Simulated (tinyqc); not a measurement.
The sixth-power law: interface roughness in a thin film (subband fluctuation and scattering).

Square well of width t, barriers V0, c = hbar^2/2m0: E1 solves k t + 2 atan[(k/mz)/(kappa/mb)] = pi, k = sqrt(mz E/c), kappa = sqrt(mb (V0 - E)/c). One interface is rough, so the subband edge fluctuates by G dt with G = |dE1/dt| (central difference of 0.01 angstrom; 2 E1/t for hard walls).

Gaussian roughness spectrum S(q) = pi D^2 Lc^2 exp(-q^2 Lc^2/4). Degenerate gas, taken to fill one subband (the second starts to fill once c kF^2/md exceeds E2 - E1, which is not tested here): kF = sqrt(2 pi Ns/gv), q = 2 kF sin(theta/2), 1/tau = (md/(2 pi c hbar)) G^2 times the integral from 0 to pi of S(q)(1 - cos theta)/eps(q)^2 dtheta, eps(q) = 1 + qs/q with screening (qs = gv md q0/(c eps), q0 = e^2/(4 pi eps0), form factors left out, which overstates the screening; other scattering is left out too, so these values lie far above measured mobilities in all but the thinnest films) or 1 without; mobility = tau c2/md with c2 = e/m0 = 1.75882e15 cm^2/(V s^2); 1e12/cm^2 = 1e-4/angstrom^2.

Constants: hbar^2/2m0 = 3.80998211 eV angstrom^2; hbar = 6.58211957e-16 eV s; e^2/(4 pi eps0) = 14.39964547 eV angstrom.

Parameters, chosen for this exercise (near those of a thin GaN channel; the results hold for these values, not for the real material): mz = 0.204 m0 (confinement mass); V0 = 1.85 eV (barrier); mb = 0.34 m0 (barrier mass); md = 0.203 m0 (mass in the plane); gv = 1 (valleys); D = 1.5 angstrom (rms height of the roughness); Lc = 28 angstrom (correlation length); Ns = 1.8 x 1e12/cm^2 (sheet density); eps = 9.6 (mean dielectric constant at the channel); ts = (25, 32, 39, 46, 58, 74, 97) angstrom (thicknesses).

Screened mobility against thickness for the finite barrier and for hard walls.

Results:
```
t (angstrom)  E1 (meV)  G (meV/angstrom)  mobility (cm^2/(V s))  the same, hard walls
25               167.5            10.120               4.39e+03                   807
32               114.2             5.690               1.39e+04              3.55e+03
46                62.8             2.318               8.36e+04              3.13e+04
58                42.1             1.271               2.78e+05              1.26e+05
74                27.3             0.664               1.02e+06              5.43e+05
97                16.7             0.317               4.48e+06              2.75e+06
```

Give the missing row, t (angstrom) = 39.

Computed row:
```
t (angstrom)  E1 (meV)  G (meV/angstrom)  mobility (cm^2/(V s))  the same, hard walls
39                82.8             3.512               3.64e+04              1.16e+04
```

With hard walls G goes as 1/t^3 and the mobility as t^6. With the finite barrier the local exponent is 4.66 at the thin end and 5.47 at the thick end, since the envelope leaks out and softens the dependence. The least value is 4.39e+03 cm^2/(V s). The gate field, which also presses carriers to the interface, is left out. Up to t = 25 angstrom G D exceeds half of EF - E1, where the Born rate fails.

tinyqc: `OMP_NUM_THREADS=1 python tinyqc.py 1251896 1251897 out.jsonl`; about 0.01 s, one thread, shared Intel(R) Xeon(R) Processor @ 2.30GHz.
